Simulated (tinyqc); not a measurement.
What moves the results: band offset from the macroscopic average of a supercell potential. A value that a table varies takes the place of the one given here.

A model of the planar-averaged electrostatic energy of an electron in a periodic cell of N1 periods of A (L1 = N1 n1 h) and N2 periods of B (L2 = N2 n2 h), on z_j = j h: V(z) = f VA + (1 - f) VB + F t(z), VA = V1[0] + V1[1] cos(2 pi z/(n1 h)) + V1[2] cos(4 pi z/(n1 h)), VB the same with V2, n2 and z - L1. f = [tanh(z/w) - tanh((z - L1)/w) + tanh((z - L1 - L2)/w)]/2 + 1/2; t(z) = z - L1/2 in A and (L1/L2)(L1 + L2/2 - z) beyond, so that the cell is periodic.

Running mean over n points, periodic: for odd n the plain mean of the n points centred on j; for even n the n + 1 points with half weight at both ends. The macroscopic average applies the mean over n1 points and then over n2 points.

dEv = Ev(A) - Ev(B) = Ev1 - (dV + Ev2); dEc = Ec(B) - Ec(A) = Eg2 - Eg1 - dEv. The correction of a gap, c = Eg[1] - Eg[0], lowers the valence top by fv c and leaves dV, a ground-state quantity, as it is. Type I: dEv and dEc of one sign; II: opposite signs; III: no overlap of the gaps.

Parameters, chosen for this exercise (gaps near those of Si and Ge; shifted at random, so the results belong to these values and not to a real crystal):
- h = 0.3 angstrom (grid step)
- n1 = 7 (grid points per period of A)
- n2 = 6 (grid points per period of B)
- V1 = (-10.13, 1.94, 0.04) eV (mean and two harmonics of the potential in A)
- V2 = (-10.69, 1.18, -0.36) eV (the same in B)
- w = 0.47 angstrom (width of the interfaces)
- N1 = 5 (periods of A)
- N2 = 5 (periods of B)
- F = 0 eV/angstrom (slope in A from opposite charges on the two interfaces)
- Ev1 = 6.17 eV (valence top of bulk A above its mean potential)
- Eg1 = (0.6, 1.13) eV (gap of A: semi-local value, corrected value)
- Ev2 = 7.52 eV (valence top of bulk B above its mean potential)
- Eg2 = (0.1, 0.74) eV (gap of B: semi-local value, corrected value)

## How thick the regions must be

N1 = N2 = N, no slope (F = 0); dV is read at j = floor(N n1/2) and N n1 + floor(N n2/2). The exact value is V2[0] - V1[0].

Results:
```
N  L1 (angstrom)  dV (eV)  error (meV)
1           2.10   0.0127       572.74
2           4.20  -0.5481        11.89
3           6.30  -0.5585         1.50
4           8.40  -0.5600         0.01
5          10.50  -0.5600         0.00
6          12.60  -0.5600         0.00
```

The error is below 10 meV from N = 3 on. The two windows together span 3.90 angstrom and must fit between the interface tails, which fall as exp(-2 z/w); the errors at N = 2, 3 and 4 are 11.89, 1.50 and 0.01 meV.

## The choice of windows

dV read at j = 17 and 50 after means over the numbers of points listed; ripple is the spread over the five points around each.

Results:
```
windows  dV (eV)  ripple in A (meV)  ripple in B (meV)
none      -0.377               2924               2310
7 only    -0.443                  0                176
6 only    -0.295                448                  0
8 only    -0.560                336                298
8, 7      -0.595                  0                 52
7, 6      -0.560                  0                  0
```

Which rows can be used, and how does a wrong window show?

The last row matches both periods and lies 0 meV from the value of a thick cell, V2[0] - V1[0] = -0.560 eV. Against it the raw potential errs by +0.18 eV. Within 20 meV of it lie: 8 only. A window one point too long leaves a ripple of 336 meV in A, against 0 meV in the last row: the ripple is the sign to look for. Rows to use, with under 30 meV of ripple in both regions once the tilt is taken off: 7, 6. A row with a large ripple can hit the right value only by chance.

## Where the gap correction goes

dV = B - A = -0.5600 eV

fv1 and fv2 are varied.

Offsets (eV):
```
fv1  fv2     dEv     dEc
0.0  0.0  -0.790   0.400
0.5  0.5  -0.735   0.345
1.0  1.0  -0.680   0.290
0.0  1.0  -0.150  -0.240
1.0  0.0  -1.320   0.930
0.3  0.7  -0.501   0.111
```

dEv + dEc = -0.390 eV in every row, but dEv alone spans 1.17 eV, the sum of the two corrections. A scissor on the conduction bands alone (first row) keeps the semi-local dEv; with equal shares fv the shift is fv times the difference of the corrections, +0.11 eV, against their sum of 1.17 eV: most of the error cancels if the shares are alike.

tinyqc: `OMP_NUM_THREADS=1 python tinyqc.py 1881085 1881086 out.jsonl`; about 0.01 s, one thread, shared Intel(R) Xeon(R) Processor @ 2.30GHz.
